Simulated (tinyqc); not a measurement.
Two-sublattice mean-field magnet: ferrimagnet, compensation points and susceptibility: one step, computed by the program tinyqc. Command: `OMP_NUM_THREADS=1 python tinyqc.py 3011204 3011205 out.jsonl ferri walk`. One thread of a shared host (Intel(R) Xeon(R) Processor @ 2.30GHz), about 0.01 s of CPU time with the checks.

A random alloy A(1-x)B(x) with H = -sum over pairs J S_i.S_j. a = <S_A> and b = <S_B> are taken along z, a > 0. Exchange fields: h_A = (1 - x) zJ_AA a + x zJ_AB b, h_B = (1 - x) zJ_AB a + x zJ_BB b; a = S_A B_(S_A)(S_A h_A/(k_B T)) and likewise for b, with the Brillouin function B_S(y) = [(2S + 1)/(2S)] coth[(2S + 1) y/(2S)] - [1/(2S)] coth[y/(2S)].

Question. Ordering temperature. Linearised, T (a, b) = M (a, b) with M_ij = S_i (S_i + 1) c_j zJ_ij/(3 k_B), c_A = 1 - x, c_B = x. T_c is the larger eigenvalue, and its eigenvector gives b/a at onset, (T_c - M_AA)/M_AB.

Inputs (values chosen for the exercise, for a model ferrimagnet):
```
quantity               value  unit
spin S_A                   2     -
spin S_B                 2.5     -
fraction x of B sites   0.45     -
z J_AA                  26.7   meV
z J_BB                   2.3   meV
z J_AB                  -9.4   meV
T over T_c               0.4     -
```

Constants: k_B = 8.617333262e-05 eV/K.

Give: M; eigenvalues; T_c; b/a at onset; T.

Answer.

M (K):
```
        A      B
A   340.8  -98.2
B  -175.0   35.0
```

eigenvalues (K): -13.5  389.3

T_c = 389.3 K

b/a at onset = -0.4939

T = 155.7 K

The antiferromagnetic A-B coupling raises T_c by 48 K over that of A alone.
